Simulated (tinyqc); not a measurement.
Long-channel MOSFET, surface-potential model: one step of the calculation.

n-channel transistor on a uniformly doped p-type body, gradual-channel approximation, constant mobility, Boltzmann statistics, full ionisation. Potentials are counted from the neutral body; V is the electron quasi-Fermi potential, Vsb at the source and Vsb + Vds at the drain. Charges are magnitudes per area.

Problem. Inversion charge along the channel. The surface potential psi at channel potential V solves Vgs + Vsb - Vfb - psi = gamma sqrt(G), G = psi - Vt + Vt exp((psi - 2 phiF - V)/Vt). Charge sheet: Qi = Cox gamma [sqrt(G) - sqrt(psi - Vt)]. Pao-Sah: Qi = (Cox gamma/2) integral from 3 Vt to psi of exp((u - 2 phiF - V)/Vt)/sqrt(G(u, V)) du.

Parameters, values chosen for the exercise; material values close to those of gallium nitride: temperature T = 293 K; flat-band voltage Vfb = -1.89 V; source-body reverse bias Vsb = 0 V; gate-source voltage Vgs = 2.58 V.

Constants: q = 1.602176634e-19 C, kB = 1.380649e-23 J/K, Vt = kB T/q. Results are converted to the units shown.

```
point,V (V)
0,0
1,0.2
2,0.4
3,0.6
4,0.8
5,1
6,1.2
7,1.4
8,1.6
9,1.8
10,2
```

phiF = 1.6139858 V
Cox = 0.37925438 uF/cm^2
gamma = 0.71168219 V^0.5

Wanted: psi; Qi, charge sheet; Qi, Pao-Sah.

Solution.

```
point,psi (V),"Qi, charge sheet (nC/cm^2)","Qi, Pao-Sah (nC/cm^2)"
0,3.200,0.6366,0.6391
1,3.202,2.443e-4,2.453e-4
2,3.202,8.869e-8,8.904e-8
3,3.202,3.219e-11,3.232e-11
4,3.202,1.168e-14,1.173e-14
5,3.202,4.241e-18,4.258e-18
6,3.202,1.539e-21,1.546e-21
7,3.202,5.588e-25,5.610e-25
8,3.202,2.028e-28,2.036e-28
9,3.202,7.362e-32,7.392e-32
10,3.202,2.672e-35,2.683e-35
```

At the source the charge-sheet charge is 0.40 % below the Pao-Sah one.

tinyqc, about 0.06 s, one thread, Intel Xeon 2.30GHz (shared host): `OMP_NUM_THREADS=1 python tinyqc.py 2360154 2360155 out.jsonl`
